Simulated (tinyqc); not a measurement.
Chemical-mechanical planarisation: Preston law, pattern density and step-height reduction: one step, computed by the program tinyqc. Command: `OMP_NUM_THREADS=1 python tinyqc.py 3021889 3021890 out.jsonl cmp walk`. One thread of a shared host (Intel(R) Xeon(R) Processor @ 2.30GHz), about 0.01 s of CPU time with the checks.

A row of 12 cells, repeated periodically, holds raised features that cover a share rho of each cell.

Question. Effective density. The stiff pad averages the density: rho_eff(i) = sum_j w_ij rho_j / sum_j w_ij, w = exp(-2 d^2/L^2), L the planarisation length and d the distance between cell centres, summed over all periodic images of cell j.

Inputs (values chosen for the exercise, close to those used for oxide polishing): cell size = 1.9 mm; planarisation length = 2.7 mm.

local pattern densities, cell by cell: [0.7, 0.3, 0.1, 0.4, 0.3, 0.8, 0.4, 0.4, 0.8, 0.8, 0.5, 0.2]

Give: normalised weights (images included) for cells 0, 1, 2, ... apart; effective densities.

Answer.

normalised weights (images included) for cells 0, 1, 2, ... apart: [0.5614, 0.2085, 0.0107, 0.0001, 0.0000, 0.0000, 0.0000]

effective densities: [0.5038, 0.3417, 0.2129, 0.3198, 0.4241, 0.6037, 0.4866, 0.4920, 0.7091, 0.7267, 0.5053, 0.3743]

Local densities span 0.1 to 0.8, effective ones 0.213 to 0.727.
